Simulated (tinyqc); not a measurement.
## MOS inversion layer, Poisson-Schroedinger loop: effect of the temperature

Electrons confined at an insulator interface at z = 0, treated as a hard wall; parabolic valleys, Hartree approximation, no image or exchange terms. The depletion charge lies far deeper than the electrons and gives a uniform field q Nd/(eps0 eps_r); the gate balances all charge. Energies are counted from the band edge at the interface.

Schroedinger equation -(C/mz) psi'' + (V0 + U + dE for set B) psi = E psi, C = hbar^2/(2 m0), psi(0) = 0, on a uniform mesh of 800 nodes with a far wall at 30 nm, 8 levels a set; V0 = q Nd z/(eps0 eps_r); dU/dz = q (Ns - integral of n from 0 to z)/(eps0 eps_r), U(0) = 0; N_k = g md m0 q Vt/(pi hbar^2) ln(1 + exp((EF - E_k)/Vt)), g the number of valleys of the set, sum N_k = Ns. Triangular well: E_k = a_k (C F^2/mz)^(1/3), a_1 = 2.338107, a_2 = 4.087949, C = hbar^2/(2 m0), F in eV/nm. Fang-Howard (all electrons in the lowest level of set A): b^3 = 6 (mz1/C) q (Nd + 11 Ns/32)/(eps0 eps_r), centroid 3/b, level C b^2/(4 mz1) + (3/b) q (Nd + 11 Ns/16)/(eps0 eps_r). The centroid adds 3.9 z_av/eps_r to an oxide-equivalent thickness.

Inputs (values chosen for the exercise); masses and permittivity close to those of germanium (111):
- eps_r = 15.8 (relative permittivity)
- mz1 = 1.56 m0 (mass along z of valley set A (1 valley(s)))
- md1 = 0.0833 m0 (in-plane density-of-states mass of set A)
- mz2 = 0.0904 m0 (mass along z of valley set B (3 valley(s)))
- md2 = 0.337 m0 (in-plane density-of-states mass of set B)
- Ns = 1.4e13 cm^-2 (sheet density of electrons)
- Nd = 2.2e11 cm^-2 (sheet density of depletion charge)
- dE = 0 eV (extra shift of set B (strain))

Constants: q = 1.602176634e-19 C, kB = 1.380649e-23 J/K, hbar = 1.054571817e-34 J s, m0 = 9.1093837015e-31 kg, Vt = kB T/q, eps0 = 8.8541878128e-14 F/cm where lengths are in cm, hbar^2/(2 m0) = 0.0380998212 eV nm^2. Results are converted to the units shown.

The same in every row: Fang-Howard centroid (nm) = 1.24.

Effect of the temperature:
```
T (K),A1 (meV),B1 (meV),EF (meV),share of A1 (%),share of set A (%),centroid z_av (nm),added oxide equivalent (nm)
20,185,352,362,43.9,69.9,2.24,0.553
50,185,352,361,43.9,70.0,2.24,0.553
77,185,353,361,43.7,69.7,2.25,0.556
120,185,354,360,43.3,69.0,2.29,0.564
200,186,359,356,42.3,66.9,2.40,0.592
300,186,365,349,40.5,63.8,2.57,0.635
400,187,372,340,38.2,60.5,2.76,0.681
500,188,379,330,35.8,57.2,2.94,0.727
```

As T goes from 20 to 500, A1 rises from 185 to 188 meV, the share of A1 falls from 43.9 to 35.8 % and the centroid rises from 2.24 to 2.94 nm. The Fang-Howard centroid is 45 % below the full one in the first row, where A1 holds 43.9 %, and 58 % below it in the last, where A1 holds 35.8 %.

tinyqc, about 1 s, one thread, Intel Xeon 2.30GHz (shared host): `OMP_NUM_THREADS=1 python tinyqc.py 2160014 2160015 out.jsonl`
